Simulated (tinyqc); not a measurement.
## Density and mobility of a removed layer (differential Hall)

Problem. For layers in parallel the sheet conductance g = 1/Rs and the product g mu_H (mu_H signed, unit Hall factors) are additive. Find the sheet density and mobility of the layer that was removed, and its share of the conductance.

Constants: q = 1.602176634e-19 C. Results are converted to the units shown.

Rs before and after removing the top layer (ohm/square): [9131.6885, 77534.274]
apparent mobility before and after, signed (cm^2/(V s)): [120.62180, 350]

Solution. The differences give g1 = q n mu and g1 mu = q n mu^2; their ratio is mu and g1^2/(q g1 mu) is n.

sheet density = 6.700e12 cm^-2
mobility = 90.00 cm^2/(V s)
share of the conductance = 88.22 %

Computed by the program tinyqc: `OMP_NUM_THREADS=1 python tinyqc.py 2850156 2850157 out.jsonl`, one thread of a shared Intel Xeon 2.30GHz, about 0.01 s for the whole run.
